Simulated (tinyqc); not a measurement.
Floating body of a partially depleted SOI transistor: body voltage and kink: one step of the calculation.

Source at 0 V. Channel current Ic = 2 nf K Vt^2 [F(0) - F(Vd)](1 + la Vd), F(V) = ln^2(1 + exp((Vg - VT - nf V)/(2 nf Vt))), VT = VT0 - gb Vb. Saturation voltage Vs = 2 Vt sqrt(F(0)) + 3 Vt, excess Ve = (Vd - Vs + sqrt((Vd - Vs)^2 + 0.0004 V^2))/2, multiplication M1 = Ai Ve exp(-Bl/Ve). Each junction passes D(v) = J1 (exp(v/Vt) - 1) + J2 (exp(v/(2 Vt)) - 1). Bipolar current Ib = bb J1 (exp(Vb/Vt) - 1). The body settles where M1 (Ic + Ib) = D(Vb) + D(Vb - Vd) + Vb/Rb; drain current Id = (1 + M1)(Ic + Ib) - D(Vb - Vd).

Problem. New Vb. Current into the body I_in = M1 (Ic + Ib) - D(Vb - Vd), current out I_out = D(Vb) + Vb/Rb; f = ln(I_in/I_out), s = df/dVb by central differences over 1e-5 V, Vb(new) = Vb - f/s.

Parameters, values chosen for the exercise; values of the order met in partially depleted silicon-on-insulator transistors: temperature T = 398 K; threshold at zero body voltage VT0 = 0.47 V; fall of the threshold per volt of body voltage gb = 0.13; slope factor nf = 1.49; gain factor per width K = 550 uA/(V^2 um); channel-length modulation factor la = 0.08 1/V; impact-ionisation prefactor Ai = 1.96 1/V; impact-ionisation voltage Bl = 7.9 V; diffusion saturation current of each junction J1 = 3.4e-10 uA/um; recombination saturation current of each junction J2 = 8.2e-7 uA/um; gain of the lateral bipolar transistor on the diffusion current bb = 0.5; resistance of a weak body tie to the source (1e9 stands for no tie, and the term is then dropped) Rb = 1000 kohm um; gate voltage Vg = 1 V; drain voltage Vd = 1.6 V.

Constants: q = 1.602176634e-19 C, kB = 1.380649e-23 J/K, Vt = kB T/q. Results are converted to the units shown.

Vb at the start = 0.23 V

Wanted: Ic; Ve; M1; I_in; I_out; f; s; Vb after iteration 1.

Solution.

Ic = 65.364 uA/um
Ve = 1.1211 V
M1 = 0.0019130
I_in = 0.12504 uA/um
I_out = 0.23002 uA/um
f = -0.60955
s = -4.5104 1/V
Vb after iteration 1 = 0.094854 V

Range of the model: The multiplication law is an empirical form chosen for the exercise; self-heating and capacitive coupling to the body are left out, and the linear laws are rough once Vb passes about 0.7 V or M1 about 0.1.

Numbers from tinyqc (`OMP_NUM_THREADS=1 python tinyqc.py 2182025 2182026 out.jsonl`; about 0.2 s on one thread of a shared Intel Xeon 2.30GHz).
